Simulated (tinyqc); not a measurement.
Solubility, supersaturation, precipitation and gettering of an impurity in a silicon-like host: one step, computed by the program tinyqc. Command: `OMP_NUM_THREADS=1 python tinyqc.py 3016280 3016281 out.jsonl ripen walk`. One thread of a shared host (Intel(R) Xeon(R) Processor @ 2.30GHz), about 0.01 s of CPU time with the checks.

The wafer was saturated at T1 and is then held at T.

Problem. Solubility, diffusivity, supersaturation. C_eq(T) = N0 exp(S/k_B - H/(k_B T)); D(T) = D0 exp(-Q/(k_B T)); C0 = C_eq(T1). Supersaturation s = C0/C_eq(T); critical radius r* = 2 gamma/(C_p k_B T ln s); barrier W* = (4 pi/3) gamma r*^2. Strain energy is left out.

Inputs (values chosen for the exercise, for a model impurity): site density N0 = 5e+22 1/cm^3; enthalpy of solution H = 1.81 eV; entropy of solution S = 2.3 k_B; diffusion prefactor D0 = 0.00028 cm^2/s; migration energy Q = 1.17 eV; temperature of saturation T1 = 1475 K; anneal temperature T = 1175 K; impurity density in the precipitate C_p = 5.4e+22 1/cm^3; interface energy gamma = 0.58 J/m^2.

Constants: k_B = 8.617333262e-05 eV/K; k_B = 1.380649e-23 J/K.

Give: C0; C_eq(T); D(T); supersaturation s; critical radius r*; W*/(k_B T).

Solution.

C0 = 3.2617e+17 1/cm^3

C_eq(T) = 8.5989e+15 1/cm^3

D(T) = 2.6843e-09 cm^2/s

supersaturation s = 37.931

critical radius r* = 0.36421 nm

W*/(k_B T) = 19.865

Caution: the barrier to homogeneous nucleation is below 35 k_B T for these inputs, so new precipitates would form and outnumber the fixed sinks assumed here. Caution: a critical radius of atomic size is outside the capillary model.
